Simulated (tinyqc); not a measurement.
X-ray reflectivity of a thin film on silicon: critical angles, Parratt recursion, fringes and roughness: one step, computed by the program tinyqc. Command: `OMP_NUM_THREADS=1 python tinyqc.py 3120119 3120120 out.jsonl xrr walk`. One thread of a shared host (Intel(R) Xeon(R) Processor @ 2.30GHz), about 0.01 s of CPU time with the checks.

n = 1 - delta + i beta; the classical electron radius is r_e = 2.8179403e-6 nm. Layer 0 is vacuum, 1 the film, 2 the substrate.

Question. Reflectivity at one angle. k_j = (2 pi/lambda) sqrt(sin^2 theta - 2 delta_j + 2 i beta_j); r_ij = (k_i - k_j)/(k_i + k_j) x exp(-2 k_i k_j sigma^2) (Nevot-Croce); r = (r_01 + r_12 p)/(1 + r_01 r_12 p), p = exp(2 i k_1 d); R = |r|^2.

Inputs (values chosen for the exercise, modelled on tungsten on silicon, copper K-alpha radiation):
```
quantity,value,unit
wavelength lambda,0.15406,nm
film thickness d,35.7,nm
roughness of the surface sigma_1,1.2,nm
roughness of the interface sigma_2,0.7,nm
grazing angle theta,2.42,degrees
```

Constants:
```
layer,rho_e (1/nm^3),delta,beta,critical angle (degrees),q_c (1/nm)
film,4659.692,4.960082e-05,3.918465e-06,0.5706661,0.8124178
substrate,711.402,7.572626e-06,1.741704e-07,0.2229774,0.3174375
```

Give: k_0, k_1, k_2; 1000 r_01; 1000 r_12; p; reflectivity R; q = 4 pi sin(theta)/lambda.

Answer.

k_0, k_1, k_2 (1/nm): [1.722, 1.673+0.004i, 1.715]

1000 r_01 = 0.003550-0.000358i

1000 r_12 = -0.7310+0.0719i

p = 0.7529+0.0807i

reflectivity R = 3.054e-07

q = 4 pi sin(theta)/lambda = 3.444 1/nm
